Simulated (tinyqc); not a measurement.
From one set of inputs to another, one input at a time: sheet resistance and Hall data of a diffused or implanted layer. Computed by tinyqc, a small Python program. Command: `OMP_NUM_THREADS=1 python tinyqc.py 3013189 3013190 out.jsonl layer ladder`. One thread of a shared host (Intel(R) Xeon(R) Processor @ 2.30GHz), about 0.01 s of CPU time with the checks.

Carriers are taken equal to the net active doping down to the junction (full ionisation, which deep dopants in wide-gap hosts do not reach; no spill-over, no depletion), and the Hall factor is 1.

The inputs printed are set A. Set A is modelled on boron in silicon; the values taken over come from a set modelled on donors in GaAs. Inputs not listed in the table keep their values of set A, so the rows need not describe a real material.

Inputs (values chosen for the exercise, modelled on boron in silicon):
```
quantity                                 value        unit
mu_min                                      44  cm^2/(V s)
mu_max                                     482  cm^2/(V s)
N_ref                                  2.3e+17      1/cm^3
exponent alpha                            0.74           -
peak concentration N_0                 5.4e+18      1/cm^3
length scale l                             9.6          nm
background doping N_B (opposite type)  9.3e+14      1/cm^3
```

Profile: box. Activation: complete.

Constants: e = 1.602176634e-19 C.

Method:
- N(x) = N_0 down to x_j = l, dose N_0 l.
- Mobility mu = mu_min + (mu_max - mu_min)/(1 + (N_t/N_ref)^alpha), N_t = active doping + N_B; carriers n = active doping - N_B, all dopants active.
- Integrals from x_0 (0 unless stated) to x_j by the midpoint rule on 400 even intervals: 1/R_s = e int n mu dx; sheet density n_s = int n dx; Hall sheet density (int n mu dx)^2/int n mu^2 dx; Hall mobility int n mu^2 dx/int n mu dx.
- Mean conductivity 1/(R_s x_j); mean mobility 1/(e n_s R_s).

Each row keeps all changes above it:
```
input moved                                        from       to  sheet resistance R_s (ohm)  junction depth x_j (nm)  Hall sheet density (1/cm^2)
set A                                                 -        -                   1.457e+04                      9.6                    5.183e+12
mu_max (cm^2/(V s))                                 482     9170                   1.418e+03                      9.6                    5.183e+12
peak concentration N_0 (1/cm^3)                 5.4e+18  3.9e+18                   1.597e+03                      9.6                    3.743e+12
mu_min (cm^2/(V s))                                  44      501                   1.149e+03                      9.6                    3.743e+12
N_ref (1/cm^3)                                  2.3e+17    6e+16                   1.898e+03                      9.6                    3.743e+12
background doping N_B (opposite type) (1/cm^3)  9.3e+14  4.7e+15                   1.900e+03                      9.6                    3.739e+12
length scale l (nm)                                 9.6     1300                   1.403e+01                   1300.0                    5.064e+14
```

Where does the difference come from?

Sheet resistance R_s goes from 14600 to 14.0, a factor 9.63e-4 in all. The largest single move comes from length scale l (a factor 0.00738), and N_ref works against it (a factor 1.65). Junction depth x_j goes from 9.60 to 1300, a factor 135 in all. The largest single move comes from length scale l (a factor 135). Hall sheet density goes from 5.18e12 to 5.06e14, a factor 97.7 in all. The largest single move comes from length scale l (a factor 135). The single moves hold for this order of the switches; the total does not depend on the order.

Caution (rows set A, mu_max, peak concentration N_0, mu_min, N_ref, background doping N_B (opposite type)): the layer is not thick against surface and junction depletion widths, which remove carriers that this model counts.

Extremes, crossings and ranges named in words are read from the listed rows.
